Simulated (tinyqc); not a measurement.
## Voltage drop against the factor on the load at the hot node

A grid of 17 by 17 nodes with segments Rx (rows) and Ry (columns); every node draws I1 and the central node kh I1; pads with resistance Rp sit at the nodes whose row and column are multiples of the pitch, counting from 0. The drops u = Vdd - V follow from G u = i, with G the conductance matrix and i the load currents, solved directly. Here the pitch is 4.

Inputs (values chosen for the exercise): supply voltage Vdd = 0.65 V; resistance of a horizontal segment Rx = 0.27 ohm; resistance of a vertical segment Ry = 1.9 ohm; resistance from a pad node to the supply Rp = 0.39 ohm; load current of a node in the large grid I1 = 0.11 mA.

Voltage drop against the factor on the load at the hot node:

| kh | pads | worst drop (mV) | mean drop (mV) | largest drop at a pad (mV) | largest pad current (mA) | worst drop over Vdd (%) |
|---|---|---|---|---|---|---|
| 1 | 25 | 1.130 | 0.8795 | 0.6311 | 1.618 | 0.1739 |
| 2 | 25 | 1.136 | 0.8817 | 0.6518 | 1.671 | 0.1747 |
| 5 | 25 | 1.151 | 0.8883 | 0.7138 | 1.830 | 0.1771 |
| 10 | 25 | 1.177 | 0.8992 | 0.8172 | 2.095 | 0.1810 |
| 20 | 25 | 1.228 | 0.9210 | 1.024 | 2.625 | 0.1889 |
| 50 | 25 | 1.644 | 0.9865 | 1.644 | 4.216 | 0.2530 |
| 100 | 25 | 2.678 | 1.096 | 2.678 | 6.867 | 0.4120 |

The worst drop rises from 1.13 to 2.68 mV and the mean drop rises from 0.880 to 1.10 mV. The central node is itself a pad. The drops are linear in the loads, so the mean grows by 0.00218 mV for each unit of kh in every row.

tinyqc, about 0.1 s, one thread, Intel Xeon 2.30GHz (shared host): `OMP_NUM_THREADS=1 python tinyqc.py 2770207 2770208 out.jsonl`
